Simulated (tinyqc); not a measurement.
Inside a calculation: quasiparticle equation with a plasmon-pole self-energy for two band edges. Values are carried at full precision from step to step, so a last printed digit may differ when a step is redone from the rounded ones.

For each edge E = e + X + Sc(E), with the correlation part Sc(E) = A[0]/(E - a + w) + A[1]/(E - b - w); a and b are the valence and conduction energies that enter the Green function (a = ev, b = ec in the one-shot scheme). Z = 1/(1 - dSc/dE), dSc/dE = -A[0]/(E - a + w)^2 - A[1]/(E - b - w)^2.

Inputs chosen for the exercise (scales of the order of those of Si; the results hold for these values, not for the real material): ev = 0 eV (mean-field valence top); ec = 0.59 eV (mean-field conduction edge); w = 15.6 eV (pole energy); Av = (47.9, 22.6) eV^2 (weights of the valence state on the hole and electron poles); Ac = (23.3, 47.2) eV^2 (the same for the conduction state); Xv = -2.06 eV (exchange minus the mean-field potential, valence); Xc = 2 eV (the same, conduction).

## Linearised one-shot correction

Evaluate Sc and its slope at the mean-field energy; E = e + Z (X + Sc).

Terms:
```
edge        Sc (eV)   dSc/dE       Z  X + Sc (eV)   E (eV)
valence      1.6746  -0.2830  0.7794      -0.3854  -0.3004
conduction  -1.5865  -0.2828  0.7795       0.4135   0.9123
```

gap = 1.2127 eV
gap with Z = 1 = 1.3889 eV

The gap opens by 0.623 eV, 48 % of it by lowering the valence top. Setting Z = 1 would overshoot by 0.176 eV. X and Sc have opposite signs and are each larger than the sum they leave, so both must be converged well.

## Solving the equation for the conduction edge

Newton steps on f(E) = E - ec - Xc - Sc(E) from E = ec; the first step is the linearised result.

Iterates:
```
step   E (eV)   Sc (eV)     f (eV)
0     0.59000  -1.58648  -0.413519
1     0.91235  -1.67841   0.000760
2     0.91176  -1.67824   0.000000
3     0.91176  -1.67824   0.000000
```

The linearisation errs by +0.6 meV, as the shift is only 0.021 of the pole energy.

## All solutions for the valence state

Multiplying out gives a cubic; give its three roots and their weights Z.

roots (eV): [-18.612, -0.300, 17.442]

weights: [0.1588, 0.7766, 0.0647]

The weights add up to 1. The satellite below lies 18.31 eV from the main peak, 17 % more than w: this scheme places plasmon satellites too far out, and gives one where a cumulant form gives a series.

## Updating the energies in the Green function

Solve both equations exactly, put the results in place of a and b, and repeat five times; w is kept.

Cycles (eV):
```
cycle       Ev      Ec     gap
1      -0.2999  0.9118  1.2116
2      -0.3264  0.9420  1.2684
3      -0.3287  0.9448  1.2735
4      -0.3288  0.9451  1.2740
5      -0.3288  0.9452  1.2740
```

The update moves the gap by +62 meV from the one-shot value; each cycle shrinks the change to about 0.09 of the one before.

## Checks

- Sum of the weights of the three roots: both 1.000000.
- Newton result against the root by bisection (eV): both 0.91176.

tinyqc: `OMP_NUM_THREADS=1 python tinyqc.py 1881028 1881029 out.jsonl`; about 0.02 s, one thread, shared Intel(R) Xeon(R) Processor @ 2.30GHz.
